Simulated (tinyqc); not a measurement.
Barrier height: exchange-split free-electron bands and tunnelling magnetoresistance.

Majority and minority bands E = c k^2/m -/+ Dx/2, c = hbar^2/2m0, so k_up = sqrt(m (EF + Dx/2)/c), k_dn = sqrt(m (EF - Dx/2)/c); n_s = k_s^3/(6 pi^2), D_s = m k_s/(4 pi^2 c).

Barrier: kappa = sqrt(mb phi/c), c = hbar^2/2m0. With a = k1/m, b = k2/m, w = kappa/mb, the transmission at normal incidence is T(k1, k2) = 4 a b w^2/[w^2 (a + b)^2 + (w^2 + a^2)(w^2 + b^2) sinh^2(kappa d)]. Parallel: G_P = T(up, up) + T(dn, dn); antiparallel: G_AP = 2 T(up, dn); TMR = (G_P - G_AP)/G_AP. Julliere: TMR = 2 P^2/(1 - P^2). Slonczewski factor: P_eff = P_k (w^2 - a_up a_dn)/(w^2 + a_up a_dn), P_k = (k_up - k_dn)/(k_up + k_dn).

Constants: hbar^2/2m0 = 3.80998211 eV angstrom^2.

Inputs chosen for the exercise: EF = 4.76 eV (Fermi energy above the mean band bottom); Dx = 6.28 eV (exchange splitting); m = 1.12 m0 (mass in the electrodes); mb = 0.99 m0 (mass in the barrier); d = 9.9 angstrom (barrier thickness).

Results:
```
phi (eV)  w (1/angstrom)    P_eff  TMR (%)       G_P
0.20               0.230  -0.3318    24.12    0.0237
0.40               0.326  -0.2920    18.54   0.00600
0.70               0.431  -0.2401    12.22   0.00104
1.0                0.515  -0.1956     7.96  0.000233
1.5                0.631  -0.1343     3.67  2.71e-05
2.0                0.728  -0.0848     1.45  4.21e-06
3.0                0.892  -0.0099     0.02  1.76e-07
4.0                1.030   0.0441     0.39  1.17e-08
6.0                1.261   0.1166     2.76  1.18e-10
10                 1.628   0.1957     7.96  7.74e-14
```

P_eff vanishes where w^2 = a_up a_dn, at phi = 3.16 eV, inside the table; the lowest TMR listed is 0.02 % at 3 eV. TMR is 24.1 % at the lowest barrier and 8.0 % at the highest, against 33.1 % for Julliere with P_k; P_eff tends to +P_k for very high barriers and to -P_k for very low ones. G_P falls by 11.5 decades.

(tinyqc, `OMP_NUM_THREADS=1 python tinyqc.py 1651993 1651994 out.jsonl`, Intel(R) Xeon(R) Processor @ 2.30GHz, 1 thread, shared host, about 0.01 s.)
